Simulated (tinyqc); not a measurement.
Quantum-confined Stark effect in a modulator well: sweeps and comparisons. A value that a table varies takes the place of the one given here.

Envelopes on cells of 0.5 angstrom over the well |z| < L/2 and 45 angstrom of barrier on each side, psi = 0 beyond, psi'/m continuous (mean mass between points), c = hbar^2/2m0. The electron sees + e F z and the hole - e F z, each with its offset in the barriers; 1 kV/cm = 1e-5 eV/angstrom. Light holes, band mixing and escape by tunnelling are left out.

Exciton: in-plane function exp(-rho/lam), 1/mu = 1/me + 1/mp, E(lam) = c/(mu lam^2) - (q/eps) times the integral over k of Fm(k)(1 + (k lam/2)^2)^(-3/2), Fm(k) the double integral of psi_e^2 psi_h^2 exp(-k |z - z'|), q = e^2/(4 pi eps0); binding Eb = -E at the minimum. Line at Eg + E_e + E_h - Eb, strength proportional to overlap^2/lam^2.

Constants: hbar^2/2m0 = 3.80998211 eV angstrom^2; e^2/(4 pi eps0) = 14.39964547 eV angstrom; hc = 1239.841984 eV nm.

Parameters, chosen for this exercise (near those of an InGaAsP well in InP; the results hold for these values, not for the real material):
```
symbol  value                          unit      meaning
L       144                            angstrom  well width
Vc      0.202                          eV        conduction offset
Vv      0.282                          eV        heavy-hole offset
me      0.0488                         m0        electron, well
meb     0.0806                         m0        electron, barrier
mh      0.348                          m0        heavy hole along z, well
mhb     0.497                          m0        heavy hole, barrier
Eg      0.868                          eV        gap of the well
mp      0.109                          m0        heavy hole in the plane
eps     13.2                                     dielectric constant
Fs      (0, 21, 42, 63, 87, 112, 140)  kV/cm     fields
Ls      (56, 74, 92, 112, 136, 164)    angstrom  widths
F_L     54                             kV/cm     field for this table
F       54                             kV/cm     field
```

## Raising the field

All quantities anew; shifts from zero field.

Results:
```
F (kV/cm)  dE_e (meV)  dE_h (meV)  Eb (meV)  line shift (meV)  overlap^2  relative strength
0                0.00        0.00      5.75              0.00      0.967              1.000
21              -0.86       -2.56      5.40             -3.07      0.743              0.694
42              -3.39       -8.54      4.89            -11.06      0.448              0.355
63              -7.38      -16.20      4.49            -22.32      0.260              0.179
87             -13.48      -26.13      4.17            -38.02      0.138              0.084
112            -21.23      -37.35      3.93            -56.75      0.072              0.040
140            -31.27      -50.65      3.74            -79.91      0.035              0.018
```

What does this show, and why?

The line shift grows with exponent 1.85 in F at low field and 1.53 at the end, as the carriers come up against opposite walls and the dipole begins to saturate. The hole gives 75 % of the level shift in the second row and 62 % in the last. The largest shift is 13.9 times the zero-field binding, yet 65 % of the binding survives, since the walls stop the field from pulling the pair apart. Half the strength is gone between 21 and 42 kV/cm.

## Width of the well

Zero-field line, its shift at F_L and the relative strength.

Results:
```
L (angstrom)  line at F = 0 (nm)  Eb (meV)  shift (meV)  relative strength  shift x strength (meV)
56                        1303.2      7.06        -1.32              0.968                    1.27
74                        1340.0      6.73        -2.71              0.903                    2.44
92                        1363.5      6.44        -5.00              0.770                    3.85
112                       1380.7      6.15        -8.74              0.556                    4.86
136                       1394.4      5.85       -14.81              0.306                    4.52
164                       1404.7      5.54       -23.73              0.119                    2.83
```

What does this show?

The shift grows with exponent 2.59 in L over the first two rows and 2.52 over the last two, against 4 for hard walls at second order; leakage lowers it in narrow wells and saturation in wide ones. The strength falls from 0.97 to 0.12, and the product of the two is largest at 112 angstrom.

## What each parameter does

Zero-field line, shift at F, overlap^2 and Eb at F. Each row changes one parameter from the base and keeps the others.

Results:
```
case              line (nm)  shift (meV)  overlap^2  Eb (meV)
base                 1397.8       -17.17      0.329      4.64
L = 134 angstrom     1393.4       -14.24      0.414      4.94
F = 43 kV/cm         1397.8       -11.53      0.437      4.86
Vc = 0.162 eV        1399.5       -17.72      0.312      4.58
Vv = 0.352 eV        1397.7       -16.84      0.337      4.67
me = 0.0561 m0       1400.7       -17.18      0.313      4.88
mh = 0.296 m0        1396.8       -16.56      0.358      4.68
eps = 11.9           1399.5       -16.92      0.329      5.46
```

What can be read from the table?

The largest shifts from the base row, up to three for each result and ties (the steps differ in size, so this ranks the rows, not the parameters). line (nm): L -4.4, me +2.9, Vc +1.7, eps +1.7; unchanged at the printed digits by F. shift (meV): F +5.64, L +2.93, mh +0.61. overlap^2: F +0.108, L +0.085, mh +0.029; unchanged at the printed digits by eps. Eb (meV): eps +0.81, L +0.29, me +0.23.

Computed by tinyqc, a small Python program: `OMP_NUM_THREADS=1 python tinyqc.py 1252692 1252693 out.jsonl` (the numbers bound the seed that draws the inputs); one thread of a shared host (Intel(R) Xeon(R) Processor @ 2.30GHz), about 0.1 s for the whole set of steps.
